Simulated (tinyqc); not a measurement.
What moves the carrier density: donors with valley-orbit split 1s states.

Each donor binds at most one electron, in any of its states. For a site s, W_s = sum over its states of g exp(E/kT), and the ionised share is 1/(1 + W_s exp(eta)), eta = (EF - Ec)/kT; n = Nc F_1/2(eta); neutrality n + NA = ND x (mean ionised share); holes are neglected. Nc from N = 2 (m kB T/(4 pi c))^(3/2) with c = hbar^2/2m0, in 1/angstrom^3; times 1e24 for 1/cm^3, m = md. F_j(eta) = (1/Gamma(j + 1)) integral_0^infinity x^j dx/(1 + exp(x - eta)), which tends to exp(eta) for eta << 0.

Mobility (Caughey-Thomas form): mu = mu0 + (mu1 (T/300)^(-ga) - mu0)/(1 + ((ND + NA)/Nr)^de); rho = 1/(e n mu), e = 1.602176634e-19 C.

Constants: hbar^2/2m0 = 3.80998211 eV angstrom^2; kB = 8.617333262e-05 eV/K.

Parameters, chosen for this exercise (near those of As in Si; not measured data): md = 1.087 m0 (density-of-states mass of the conduction band); E = (54, 33.4, 32.2) meV (binding energies of 1s(A1), 1s(T2), 1s(E)); g = (2, 6, 4) (their degeneracies with spin); ND = 9.6e+15 1/cm^3 (donors); NA = 0 1/cm^3 (compensating acceptors, all ionised); T = 500 K; mu0 = 61 cm^2/(V s) (mobility at heavy doping); mu1 = 1381 cm^2/(V s) (mobility at light doping and 300 K); Nr = 8.7e+16 1/cm^3 (reference doping); de = 0.72 (doping exponent); ga = 2.3 (temperature exponent).

All results formed anew.

Results for these values:
```
case     eta  n (1/cm^3)  rho (ohm cm)
base  -8.764   9.557e+15         1.792
```

What happens to each result for md = 1.196 m0, all else kept?

Answer: eta falls from -8.764 to -8.907; n rises from 9.557e+15 to 9.563e+15; rho falls from 1.792 to 1.791.

The same for each parameter in turn:
```
case                         eta  n (1/cm^3)  rho (ohm cm)
base                      -8.764   9.557e+15         1.792
E = (59, 33.4, 32.2) meV  -8.765   9.556e+15         1.792
md = 1.196 m0             -8.907   9.563e+15         1.791
ND = 1.92e+16 1/cm^3      -8.076   1.903e+16        0.9807
NA = 9.6e+14 1/cm^3       -8.870   8.602e+15         2.011
T = 530 K                 -8.851   9.563e+15         2.039
Nr = 1.74e+17 1/cm^3      -8.764   9.557e+15         1.691
```

Run: tinyqc, `OMP_NUM_THREADS=1 python tinyqc.py 1681001 1681002 out.jsonl`; Intel(R) Xeon(R) Processor @ 2.30GHz, one thread, shared host; about 0.01 s of CPU time with all checks.
